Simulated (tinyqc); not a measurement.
Inside a calculation. Method: plane-wave Kohn-Sham cycle with exchange-only LDA in a layered model solid. Computed by tinyqc, a small Python program that keeps every step. Settings: points = 16, plane-wave index or count = 3, electrons = 2, k points = 2, area = 16.0, mixing = 0.5, iteration cap = 63, Pulay depth = 3. Command: `OMP_NUM_THREADS=1 python tinyqc.py 30256 30257 out.jsonl` (the two numbers bound the seeds that draw the settings). One thread of a shared host (Intel(R) Xeon(R) Processor @ 2.60GHz), about 0.01 s of CPU time with the checks. Later iterations appear only in the table of the cycle.

## Iteration 1: potential

A solid whose potential varies along x alone (atomic units):
```
parameter                      value
period a                    5.200000
cross-section of the cell  16.000000
electrons per cell                 2
grid points                       16
plane waves -n..n, n               3
k points                           2
V1 in V1 cos(2 pi x/a)     -0.210000
```

density at the start, on the grid x_j = j a/N (e/bohr^3): 0.024038  0.024038  0.024038  0.024038  0.024038  0.024038  0.024038  0.024038  0.024038  0.024038  0.024038  0.024038  0.024038  0.024038  0.024038  0.024038

V_H(G) = 4 pi rho(G)/G^2 for G != 0 (uniform background); v_x = -(3 rho/pi)^(1/3); V = V_ext + V_H + v_x; Fourier components f(G_m) = (1/N) sum_j f(x_j) exp(-i G_m x_j).

Potentials on the grid (hartree):
```
x         V_ext     V_H      v_x        V
0.0000  -0.2100  0.0000  -0.2842  -0.4942
0.3250  -0.1940  0.0000  -0.2842  -0.4782
0.6500  -0.1485  0.0000  -0.2842  -0.4327
0.9750  -0.0804  0.0000  -0.2842  -0.3646
1.3000        0  0.0000  -0.2842  -0.2842
1.6250   0.0804  0.0000  -0.2842  -0.2038
1.9500   0.1485  0.0000  -0.2842  -0.1357
2.2750   0.1940  0.0000  -0.2842  -0.0902
2.6000   0.2100  0.0000  -0.2842  -0.0742
2.9250   0.1940  0.0000  -0.2842  -0.0902
3.2500   0.1485  0.0000  -0.2842  -0.1357
3.5750   0.0804  0.0000  -0.2842  -0.2038
3.9000        0  0.0000  -0.2842  -0.2842
4.2250  -0.0804  0.0000  -0.2842  -0.3646
4.5500  -0.1485  0.0000  -0.2842  -0.4327
4.8750  -0.1940  0.0000  -0.2842  -0.4782
```

V(G_m), m = 0, 1, 2, ... (hartree): -0.2842  -0.1050  0.0000  0.0000  0.0000  0.0000  0.0000

## Iteration 1: Hamiltonian at one k

k = 0.2500 2 pi / a

H(m,m') = (k + G_m)^2/2 delta + V(G_m - G_m'), with V(-G) = V(G).

H (hartree):
```
         -3       -2       -1       +0       +1       +2       +3
-3   5.2364  -0.1050   0.0000   0.0000   0.0000   0.0000   0.0000
-2  -0.1050   1.9514  -0.1050   0.0000   0.0000   0.0000   0.0000
-1   0.0000  -0.1050   0.1264  -0.1050   0.0000   0.0000   0.0000
+0   0.0000   0.0000  -0.1050  -0.2386  -0.1050   0.0000   0.0000
+1   0.0000   0.0000   0.0000  -0.1050   0.8564  -0.1050   0.0000
+2   0.0000   0.0000   0.0000   0.0000  -0.1050   3.4114  -0.1050
+3   0.0000   0.0000   0.0000   0.0000   0.0000  -0.1050   7.4264
```

## Iteration 1: levels at that k

Diagonalise the Hermitian matrix.

eigenvalues (hartree): -0.2761  0.1477  0.8622  1.9541  3.4130  5.2398  7.4292

## Iteration 1: new density

Motion across x is left out: the lowest 1 band(s) hold two electrons at each of the k points (j + 1/2)/nk - 1/2. Residual R = rho(out) - rho(in); rho(new) = rho(in) + 0.5 R. rho(out) = 2/(a A nk) sum |psi|^2 with psi = sum c exp(i G x). Harris energy E = band energy - dV sum rho (V_H/2 + v_x) + (3/4) dV sum rho v_x with rho(in), dV = a A/N, band energy = (2/nk) sum of the filled levels.

rho(out) (e/bohr^3): 0.041982  0.040178  0.035335  0.028850  0.022270  0.016722  0.012736  0.010403  0.009642  0.010403  0.012736  0.016722  0.022270  0.028850  0.035335  0.040178

density after iteration 1 (e/bohr^3): 0.033010  0.032108  0.029687  0.026444  0.023154  0.020380  0.018387  0.017221  0.016840  0.017221  0.018387  0.020380  0.023154  0.026444  0.029687  0.032108

energy per cell = -0.410040 hartree

## Iteration 2: potential

As before.

Potentials on the grid (hartree):
```
x         V_ext      V_H      v_x        V
0.0000  -0.2100   0.0711  -0.3159  -0.4548
0.3250  -0.1940   0.0653  -0.3130  -0.4417
0.6500  -0.1485   0.0489  -0.3049  -0.4045
0.9750  -0.0804   0.0251  -0.2934  -0.3487
1.3000        0  -0.0019  -0.2807  -0.2826
1.6250   0.0804  -0.0278  -0.2690  -0.2164
1.9500   0.1485  -0.0489  -0.2599  -0.1603
2.2750   0.1940  -0.0626  -0.2543  -0.1229
2.6000   0.2100  -0.0673  -0.2524  -0.1097
2.9250   0.1940  -0.0626  -0.2543  -0.1229
3.2500   0.1485  -0.0489  -0.2599  -0.1603
3.5750   0.0804  -0.0278  -0.2690  -0.2164
3.9000        0  -0.0019  -0.2807  -0.2826
4.2250  -0.0804   0.0251  -0.2934  -0.3487
4.5500  -0.1485   0.0489  -0.3049  -0.4045
4.8750  -0.1940   0.0653  -0.3130  -0.4417
```

V(G_m), m = 0, 1, 2, ... (hartree): -0.2824  -0.0863  0.0001  0.0000  0.0000  0.0000  0.0000

## Iteration 2: Hamiltonian at one k

k = 0.2500 2 pi / a

As before.

H (hartree):
```
         -3       -2       -1       +0       +1       +2       +3
-3   5.2382  -0.0863   0.0001   0.0000   0.0000   0.0000   0.0000
-2  -0.0863   1.9532  -0.0863   0.0001   0.0000   0.0000   0.0000
-1   0.0001  -0.0863   0.1282  -0.0863   0.0001   0.0000   0.0000
+0   0.0000   0.0001  -0.0863  -0.2368  -0.0863   0.0001   0.0000
+1   0.0000   0.0000   0.0001  -0.0863   0.8582  -0.0863   0.0001
+2   0.0000   0.0000   0.0000   0.0001  -0.0863   3.4132  -0.0863
+3   0.0000   0.0000   0.0000   0.0000   0.0001  -0.0863   7.4282
```

## Iteration 2: levels at that k

As before.

eigenvalues (hartree): -0.2627  0.1432  0.8621  1.9550  3.4143  5.2405  7.4301

## Iteration 2: new density

B (overlaps of the stored error matrices):
```
               1              2
1  2.0923697e-03  7.3964523e-04
2  7.3964523e-04  2.6198715e-04
```

Motion across x is left out: the lowest 1 band(s) hold two electrons at each of the k points (j + 1/2)/nk - 1/2. Residual R = rho(out) - rho(in); rho(new) = rho(in) + 0.5 R; Pulay mixing then takes sum c_i of the stored mixed densities, with c from B_ij = sum R_i R_j as in DIIS. rho(out) = 2/(a A nk) sum |psi|^2 with psi = sum c exp(i G x). Harris energy E = band energy - dV sum rho (V_H/2 + v_x) + (3/4) dV sum rho v_x with rho(in), dV = a A/N, band energy = (2/nk) sum of the filled levels.

rho(out) (e/bohr^3): 0.039101  0.037650  0.033720  0.028359  0.022782  0.017938  0.014355  0.012206  0.011495  0.012206  0.014355  0.017938  0.022782  0.028359  0.033720  0.037650

DIIS coefficients: -0.5459  1.5459

density after iteration 2 (e/bohr^3): 0.037718  0.036392  0.032804  0.027924  0.022866  0.018493  0.015270  0.013345  0.012709  0.013345  0.015270  0.018493  0.022866  0.027924  0.032804  0.036392

energy per cell = -0.393042 hartree

## Convergence

Stop when sqrt(dV sum R^2) is below 1e-8, dV = a A/N.

Course of the cycle:
```
iteration  E (hartree)  norm of the residual
1            -0.410040              1.04e-01
2            -0.393042              3.69e-02
3            -0.390709              1.33e-03
4            -0.390710              4.80e-04
5            -0.390710              8.03e-07
6            -0.390710              5.36e-08
7            -0.390710              2.66e-08
8            -0.390710              2.52e-09
```

Converged in 8 iterations. Before convergence this energy mixes input and output and is not variational, so it may rise towards its limit.
